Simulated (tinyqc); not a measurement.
Worked calculation: coherent transport through a tight-binding region between two chains. One step of it, computed by the program tinyqc.

Question. Transmission at E = 0.02 eV. Surface Green function g = (E - i sqrt(4 t^2 - E^2)) / (2 t^2); self-energy tc^2 g on each contact site; G = (E - H - Sigma)^(-1); Gamma = -2 Im Sigma; T = Gamma_L Gamma_R |G_LR|^2; local density of states -Im G_ii / pi.

H of the central region (eV), lower triangle:
```
,1,2,3,4
1,0.020000
2,-0.910000,0.900000
3,0.000000,-0.910000,-0.420000
4,0.000000,0.000000,-1.150000,0.930000
```

Leads: semi-infinite chains with site energy 0:
```
parameter,value
lead hopping t (eV),2.070000
coupling to the left lead (eV),1.480000
coupling to the right lead (eV),0.550000
left contact site,1
right contact site,4
```

E = 0.020000 eV

Give: g; G; local density of states; transmission.

Answer.

g = 0.002-0.483i 1/eV

G (1/eV), lower triangle:
```
,1,2,3,4
1,0.398-0.694i
2,0.294-0.467i,-0.541-0.344i
3,-0.114+0.243i,0.282+0.134i,0.387-0.113i
4,-0.189+0.277i,0.320+0.221i,0.499-0.063i,-0.444-0.151i
```

local density of states (1/eV): 0.221  0.110  0.036  0.048

transmission = 0.069
